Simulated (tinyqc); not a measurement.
Equilibrium crystal shape, supported particles, Gibbs-Thomson effect and coarsening: one step, computed by the program tinyqc.

A cubic crystal bounded by {100}, {110} and {111} facets only.

Question. The particle on a substrate. Winterbottom: the particle sits on its largest facet family, {111}, with energy gamma_f; the substrate plane cuts the shape at the distance lambda (gamma_f - W_a) below the centre. Height over that of the free particle at the same lambda = (2 gamma_f - W_a)/(2 gamma_f). An isotropic particle with gamma_mean has cos(theta) = W_a/gamma_mean - 1 (Young-Dupre); a film dewets into particles whenever W_a < 2 gamma.

Inputs (values chosen for the exercise, modelled on nickel): work of adhesion W_a = 0.55 J/m^2.

gamma (J/m^2): (100) 2.40, (110) 2.46, (111) 2.08

gamma_mean = 2.179371 J/m^2

Give: relative height; contact angle theta.

Answer.

relative height = 0.86779

contact angle theta = 138.39 degrees

W_a is below gamma_f: more than half of the shape shows.
